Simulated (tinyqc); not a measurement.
Inside a calculation. Method: Jacobi rotations on a symmetric matrix. One step of it, computed by the program tinyqc.

Question. Jacobi rotation 1. Take the largest off-diagonal element A_pq; tan 2 theta = 2 A_pq / (A_qq - A_pp) with |theta| <= pi/4; A' = J^T A J with J_pp = J_qq = cos, J_pq = sin, J_qp = -sin.

A:
```
           1          2          3          4          5
1   0.629000   0.325000  -0.342000   0.387000   0.129000
2   0.325000   0.858000  -0.139000   0.041000  -0.308000
3  -0.342000  -0.139000   1.002000  -0.104000  -0.124000
4   0.387000   0.041000  -0.104000   2.315000  -0.230000
5   0.129000  -0.308000  -0.124000  -0.230000   4.722000
```

Give: p, q, theta; A'.

Answer.

p, q, theta (rad): 1.0000  4.0000  0.2152

A':
```
         1        2        3        4        5
1   0.5444   0.3087  -0.3119   0.0000   0.1751
2   0.3087   0.8580  -0.1390   0.1095  -0.3080
3  -0.3119  -0.1390   1.0020  -0.1746  -0.1240
4   0.0000   0.1095  -0.1746   2.3996  -0.1971
5   0.1751  -0.3080  -0.1240  -0.1971   4.7220
```
